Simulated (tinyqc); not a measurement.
Velocity overshoot from momentum and energy balance equations after a field step: one step, computed by the program tinyqc.

At t = 0 the field jumps from 0 to F in a uniform sample. v is the drift velocity and u = w - (3/2) k_B T the excess energy per carrier.

Task: Constants and steady state. dv/dt = e F/m - v/tau_m(u), du/dt = e F v - u/tau_E, tau_m(u) = tau_0/(1 + c u), tau_0 = m mu_0/e, c = mu_0/(e tau_E v_s^2); this choice gives the steady state v (1 + mu_0 F v/v_s^2) = mu_0 F, which saturates at v_s. Steady velocity v = 2 mu_0 F/(1 + sqrt(1 + 4 (mu_0 F/v_s)^2)); u = e F v tau_E; carrier temperature T + 2u/(3 k_B), neglecting the drift energy m v^2/2.

Inputs (values chosen for the exercise, modelled on electrons in silicon except for tau_E): effective mass m = 0.26 m_0; low-field mobility mu_0 = 1500 cm^2/(V s); saturation velocity v_s = 1 1e7 cm/s; energy relaxation time tau_E = 0.43 ps; field after the step F = 17 kV/cm; lattice temperature T = 300 K.

Scheme: explicit Euler.

Constants: m_0 = 9.1093837015e-31 kg; e = 1.602176634e-19 C; k_B = 8.617333262e-05 eV/K.

Give: tau_0; c; acceleration e F/m; steady velocity; steady excess energy; steady carrier temperature.

Result:

tau_0 = 221.7 fs

c = 34.88 1/eV

acceleration e F/m = 0.01150 1e7 cm/s per fs

steady velocity = 0.8230 1e7 cm/s

steady excess energy = 0.06016 eV

steady carrier temperature = 765.4 K

tau_E/tau_0 = 1.94, and in the steady state tau_m has shrunk to 71.6 fs.
